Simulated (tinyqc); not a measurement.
Tail absorption against field: Franz-Keldysh effect at a direct gap.

Parabolic bands, vertical transitions, no excitons. For each hole band j: mr = me mj/(me + mj); joint density of states J_j(E) = (mr/c)^(3/2) sqrt(E - Eg)/(2 pi^2), both spins, c = hbar^2/2m0; averaged matrix element |e.p|^2 = m0 Ep/6; alpha_j(E) = 4 pi^2 alpha_f c Ep J_j/(3 nr E) in 1/angstrom (alpha_f the fine-structure constant, listed as alpha among the constants), times 1e8 for 1/cm.

In a field Fd (1 kV/cm = 1e-5 V/angstrom) the electro-optic energy of band j is th = (c (e Fd)^2/mr)^(1/3), and sqrt(E - Eg) in J_j is replaced by pi sqrt(th) [Ai'(b)^2 - b Ai(b)^2] with b = (Eg - E)/th; Ai is the Airy function.

Constants: hbar^2/2m0 = 3.80998211 eV angstrom^2; fine-structure constant alpha = 0.007297352564.

Inputs chosen for the exercise (near those of InGaAs; shifted at random, so the results belong to these values and not to a real crystal):
```
symbol  value   unit  meaning
Eg      0.744   eV    direct gap
me      0.0403  m0    electron mass
mhh     0.463   m0    heavy-hole mass
mlh     0.0531  m0    light-hole mass
Ep      22.4    eV    Kane energy
nr      3.54          refractive index
det     25      meV   detuning below the gap
```

At E = Eg - det; the field takes the values listed. The last column is the length for 10 dB of loss.

Results:
```
Fd (kV/cm)  th heavy (meV)  b heavy  alpha (1/cm)  length (micrometre)
10                   10.09    2.477          1.07             2.15e+04
20                   16.02    1.561          18.6             1.24e+03
40                   25.43    0.983           101                  227
60                   33.32    0.750           200                  115
100                  46.84    0.534           381                 60.4
150                  61.38    0.407           569                 40.5
250                  86.28    0.290           856                 26.9
400                 118.03    0.212      1.17e+03                 19.8
```

alpha grows by 2.3 decades from 10 to 60 kV/cm and by a factor 1.36 over the last step, where the field grows by 1.6: the exponent (4/3) b^(3/2) goes as 1/Fd, so the gain is steep only while b > 1 (deep in the tail the light-hole pair, with its smaller b, carries most of it), that is up to 20 kV/cm of those listed. Values below about 10 1/cm lie under the Urbach and exciton tails of a real crystal, left out here.

Computed by tinyqc, a small Python program: `OMP_NUM_THREADS=1 python tinyqc.py 1651822 1651823 out.jsonl` (the numbers bound the seed that draws the inputs); one thread of a shared host (Intel(R) Xeon(R) Processor @ 2.30GHz), about 0.01 s for the whole set of steps.
